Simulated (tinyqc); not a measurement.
Tight binding, kagome lattice, step by step. One step of it, computed by the program tinyqc.

Question. Bloch Hamiltonian at k. H_AB = -t1 - t2 exp(-i k.a1), H_AC = -t1 - t2 exp(-i k.a2), H_BC = -t1 - t2 exp(i k.(a1 - a2)), H_CC = delta.

Parameters chosen for this model:
```
parameter     value                unit
t1         1.120000    eV, up triangles
t2         1.120000  eV, down triangles
delta      0.510000        eV on site C
```

k point k (fractions of the reciprocal vectors): 0.310000  0.320000

Give: H(k) at k.

Answer.

H(k) at k (eV), lower triangle (Hermitian):
```
               A              B      C
A          0.000
B  -0.708-1.041i          0.000
C  -0.643-1.013i  -2.238-0.070i  0.510
```
